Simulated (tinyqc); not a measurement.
Orbital energy against energy difference: ionisation energy by orbital energies and by energy differences in the cc-pvdz basis, for H6, spin multiplicity 1. Computed by the program tinyqc with PySCF. Command: `OMP_NUM_THREADS=1 python tinyqc.py 114824 114825 out.jsonl`; one thread of a shared host (Intel(R) Xeon(R) Processor @ 2.60GHz), about 30 s.

Geometry (angstrom):
```
atom       x       y       z
H     0.0000  0.0000  0.0000
H     0.0000  0.0000  0.7620
H     0.0000  0.0000  1.7380
H     0.0000  0.0000  2.5000
H     0.0000  0.0000  3.4760
H     0.0000  0.0000  4.2380
```

CCSD(T) difference in the same basis = 11.5207 eV

IP-EOM-CCSD = 11.5730 eV

The cation is unrestricted; errors are against CCSD(T) in this basis, not against experiment.

First vertical ionisation energy (eV):
```
method     -e(HOMO)  E(cation) - E  error of -e(HOMO)  error of the difference
HF          11.7626      10.828242             0.2419                  -0.6925
LDA          7.0159      10.974205            -4.5048                  -0.5465
PBE          7.1161      11.067317            -4.4046                  -0.4534
B3LYP        8.2758      11.341157            -3.2449                  -0.1796
PBE0         8.4230      11.255183            -3.0977                  -0.2655
CAM-B3LYP    9.7891      11.364592            -1.7316                  -0.1561
LC-wPBE     11.0896      11.434687            -0.4311                  -0.0860
```

Koopmans errs by +0.24 eV and Delta-HF by -0.69 eV: relaxation, 0.93 eV, lowers the value and the missing correlation difference works against it. The PBE level is off by -4.4 eV through the wrong tail of its potential, though its energy difference is off by -0.45 eV; exact exchange deepens the level, and among the orbital energies HF comes closest; among the differences LC-wPBE does.
